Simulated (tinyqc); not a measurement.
Charge neutrality of a doped semiconductor with incomplete ionisation: one step, computed by the program tinyqc. Command: `OMP_NUM_THREADS=1 python tinyqc.py 3028548 3028549 out.jsonl dopant walk`. One thread of a shared host (Intel(R) Xeon(R) Processor @ 2.30GHz), about 0.04 s of CPU time with the checks.

Energies are counted from the top of the valence band; E_D is measured down from the conduction band and E_A up from the valence band.

Question. Gap and effective densities of states. E_g = E_g0 - alpha T^2/(T + beta). N_c = 2 M_c (2 pi m_e k_B T/h^2)^(3/2) and N_v = 2 (2 pi m_h k_B T/h^2)^(3/2), masses in units of m_0. n_i = sqrt(N_c N_v) exp(-E_g/(2 k_B T)); E_i = E_g/2 + (k_B T/2) ln(N_v/N_c).

Inputs (values chosen for the exercise, modelled on GaSb): gap at 0 K E_g0 = 0.811 eV; Varshni alpha = 0.000418 eV/K; Varshni beta = 143 K; electron mass m_e = 0.0382 m_0; valleys M_c = 1; hole mass m_h = 0.4 m_0; temperature T = 77 K.

Doping: n-type, compensated. Statistics of the bands: Fermi-Dirac.

Constants: m_0 = 9.1093837015e-31 kg; k_B = 1.380649e-23 J/K; h = 6.62607015e-34 J s; k_B = 8.617333262e-05 eV/K.

Give: gap E_g; N_c; N_v; k_B T; intrinsic density n_i; intrinsic level E_i.

Answer.

gap E_g = 0.7997 eV

N_c = 2.436e+16 cm^-3

N_v = 8.255e+17 cm^-3

k_B T = 0.006635 eV

intrinsic density n_i = 9.544e-10 cm^-3

intrinsic level E_i = 0.4116 eV
